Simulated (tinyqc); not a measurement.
# Changing the temperature T

Model: three-phonon processes in a diatomic chain: dispersion, energy and momentum conservation, and decay channels of optical phonons. Computed by tinyqc, a small Python program. Command: `OMP_NUM_THREADS=1 python tinyqc.py 3121216 3121217 out.jsonl threeph sweep`. One thread of a shared host (Intel(R) Xeon(R) Processor @ 2.30GHz), about 0.01 s of CPU time with the checks.

Cell length a, two atoms, one spring constant. x = q a/pi runs from -1 to 1; A and O are the acoustic and optical branches. Matrix elements are not computed: only conservation laws and occupation factors are followed.

Inputs (values chosen for the exercise, for a model chain): light mass m = 12 u; heavy mass M = 13 u; spring constant k = 12 eV/angstrom^2; zero-temperature width Gamma_0 = 0.42 1/cm.

Constants: nu for 1 eV/(angstrom^2 u) = 15.6333042 THz; h x 1 THz = 4.135667696 meV; k_B = 8.617333262e-05 eV/K; c = 299792458 m/s.

Method:
- omega^2 = k (1/m + 1/M) -/+ k sqrt((1/m + 1/M)^2 - 4 sin^2(pi x/2)/(m M)); nu = 15.6333042 THz x sqrt(omega^2) for eV/(angstrom^2 u).
- Acoustic top sqrt(2 k/M), optical bottom sqrt(2 k/m), optical top sqrt(2 k (1/m + 1/M)).
- O(0) -> A(x) + A(-x) needs nu_A(x) = nu_O(0)/2, which gives sin^2(pi x/2) = (3/16)(m + M)^2/(m M). Full width at half maximum Gamma = Gamma_0 (1 + 2 n), n = 1/(exp(h nu_A/(k_B T)) - 1); lifetime = 1/(2 pi c Gamma).

One run for each value:
```
temperature T (K)  width Gamma (1/cm)  occupation n  lifetime (ps)
20                             0.4200    1.0574e-16         12.640
33                             0.4200    2.0784e-10         12.640
56                             0.4200    1.9696e-06         12.640
93                             0.4203    3.6687e-04         12.631
150                            0.4263    7.4667e-03         12.454
260                            0.4727    6.2737e-02         11.231
430                            0.6053    2.2054e-01          8.771
720                            0.8924    5.6235e-01          5.949
1200                           1.4128    1.1819e+00          3.758
```

Over the rows, width Gamma (1/cm) rises from 0.420 to 1.41; occupation n rises from 1.06e-16 to 1.18 (exponent d ln y / d ln x 29 between the first rows and 1.5 between the last); lifetime (ps) falls from 12.6 to 3.76. At the low end the exponent of width Gamma is 0.00, close to 0: spontaneous decay alone.

Extremes, crossings and ranges named in words are read from the listed rows.
